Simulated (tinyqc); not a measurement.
# Inputs raised by 2 %, one at a time

Model: time-dependent dielectric breakdown: cell percolation, Weibull statistics, area scaling and voltage extrapolation. Computed by tinyqc, a small Python program. Command: `OMP_NUM_THREADS=1 python tinyqc.py 3018795 3018796 out.jsonl tddb sens`. One thread of a shared host (Intel(R) Xeon(R) Processor @ 2.30GHz), about 0.01 s of CPU time with the checks.

The oxide is divided into columns of area a^2, each holding m = t_ox/a cells (m is taken as continuous). A share lambda(t) = (t/t_1)^alpha of the cells is defective, and a column whose cells are all defective breaks down.

Inputs (values chosen for the exercise, for a model gate oxide): oxide thickness t_ox = 2.2 nm; defect cell size a = 1.4 nm; exponent alpha of defect growth = 0.9; time t_1 at which the occupied share would reach 1 = 2.8e+09 s; test area A = 80 um^2; product area A_u = 600000 um^2; stress voltage V = 3.06 V; use voltage V_u = 1.9 V; local exponent n = -d ln t/d ln V at the stress voltage = 34; activation energy E_a = 0.8 eV; stress temperature T = 125 C; use temperature T_u = 100 C; allowed failure fraction F = 1e-05.

Voltage law used: 1/E.

Constants: k_B = 8.617333262e-05 eV/K.

Method:
- Failure fraction F = 1 - (1 - lambda^m)^N with N = A/a^2 columns, which for small lambda^m is 1 - exp(-(t/t63)^beta) with beta = alpha m and t63 = t_1 N^(-1/beta); critical share lambda(t63) = N^(-1/m). 1 um^2 = 1e6 nm^2.
- All three voltage laws share the slope n at the stress voltage. Factor t(V_u)/t(V): E law exp(n (1 - V_u/V)); 1/E law exp(n (V/V_u - 1)); power law (V/V_u)^n.
- Temperatures in kelvin are T(C) + 273.15.
- Temperature factor exp[(E_a/k_B)(1/T_u - 1/T)]; area factor (A/A_u)^(1/beta); percentile factor (-ln(1 - F))^(1/beta); life = t63 x all four; 1 year = 3.15576e7 s.

Runs:
```
input moved                                               from        to  characteristic life t63 (s)  Weibull slope beta  projected life (years)  area factor
base run                                                     -         -                        11635              1.4143                  0.9657    0.0018199
oxide thickness t_ox (nm)                                  2.2     2.244                        14835              1.4426                  1.6346    0.0020596
defect cell size a (nm)                                    1.4     1.428                         9344              1.3866                  0.5809    0.0016042
exponent alpha of defect growth                            0.9     0.918                        14835              1.4426                  1.6346    0.0020596
test area A (um^2)                                          80      81.6                        11473              1.4143                  0.9657    0.0018456
local exponent n = -d ln t/d ln V at the stress voltage     34     34.68                        11635              1.4143                  1.4627    0.0018199
activation energy E_a (eV)                                 0.8     0.816                        11635              1.4143                  0.9963    0.0018199
allowed failure fraction F                               1e-05  1.02e-05                        11635              1.4143                  0.9793    0.0018199
```

Exponents ln(y'/y) / ln(x'/x):
```
input                                                    characteristic life t63  Weibull slope beta  projected life  area factor
oxide thickness t_ox                                                      12.269                   1          26.577        6.247
defect cell size a                                                       -11.072                  -1         -25.666       -6.372
exponent alpha of defect growth                                           12.269                   1          26.577        6.247
test area A                                                               -0.707                   0           0.000        0.707
local exponent n = -d ln t/d ln V at the stress voltage                    0.000                   0          20.965        0.000
activation energy E_a                                                      0.000                   0           1.578        0.000
allowed failure fraction F                                                 0.000                   0           0.707        0.000
```

To which inputs is each result most sensitive?

Among the inputs moved here: characteristic life t63 answers most in size to oxide thickness t_ox (exponent +12.269), and about equally to exponent alpha of defect growth (+12.269); its exponent is below 0.0005 for local exponent n = -d ln t/d ln V at the stress voltage, activation energy E_a, allowed failure fraction F. Weibull slope beta answers most in size to oxide thickness t_ox (exponent +1.000), and about equally to defect cell size a (-1.000), exponent alpha of defect growth (+1.000); its exponent is below 0.0005 for test area A, local exponent n = -d ln t/d ln V at the stress voltage, activation energy E_a, allowed failure fraction F. Its exponent +1.000 in oxide thickness t_ox: beta = alpha t_ox/a. Its exponent -1.000 in defect cell size a: beta = alpha t_ox/a. Projected life answers most in size to oxide thickness t_ox (exponent +26.577), and about equally to exponent alpha of defect growth (+26.577); its exponent is below 0.0005 for test area A. Its exponent 0.000 in test area A: the test area cancels when the slope is known exactly. Area factor answers most in size to defect cell size a (exponent -6.372), and about equally to oxide thickness t_ox (+6.247), exponent alpha of defect growth (+6.247); its exponent is below 0.0005 for local exponent n = -d ln t/d ln V at the stress voltage, activation energy E_a, allowed failure fraction F.

Caution (all rows): t_1 is an input here; in a real oxide it changes with thickness at fixed voltage. Caution (all rows): a voltage factor of more than nine decades rests wholly on the chosen law and cannot be tested.
